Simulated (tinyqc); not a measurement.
# Pull-up strength from the switching point

Question. Transistor (EKV form, voltages against the body): I = 2 n b Vt^2 [F(vp - Vs) - F(vp - Vd)] from drain to source, F(v) = ln^2(1 + exp(v/(2 Vt))), vp = (Vg - VT + sg |Vd - Vs|)/n. n-channel bodies are at 0; for the p-channel device all voltages are counted down from Vdd. b in uA/V^2 gives I in uA. In an inverter In(Vg = Vd = VM) equals Ip at the switching point VM. Find bp and the current there.

Parameters, values chosen for the exercise: temperature T = 273 K; supply voltage Vdd = 0.5 V; slope factor n = 1.23; drain-induced barrier lowering sg = 0.069; n-channel threshold VTn = 0.38 V; p-channel threshold (magnitude) VTp = 0.28 V; gain factor of the pull-down transistor bn = 870 uA/V^2.

Constants: q = 1.602176634e-19 C, kB = 1.380649e-23 J/K, Vt = kB T/q. Results are converted to the units shown.

VM = 0.277901362 V

Answer. Ip is proportional to bp, so bp is In(VM) over the p-channel current for unit b.

bp = 260 uA/V^2
current at VM = 0.0542 uA

tinyqc, about 0.05 s, one thread, Intel Xeon 2.30GHz (shared host): `OMP_NUM_THREADS=1 python tinyqc.py 2340113 2340114 out.jsonl`
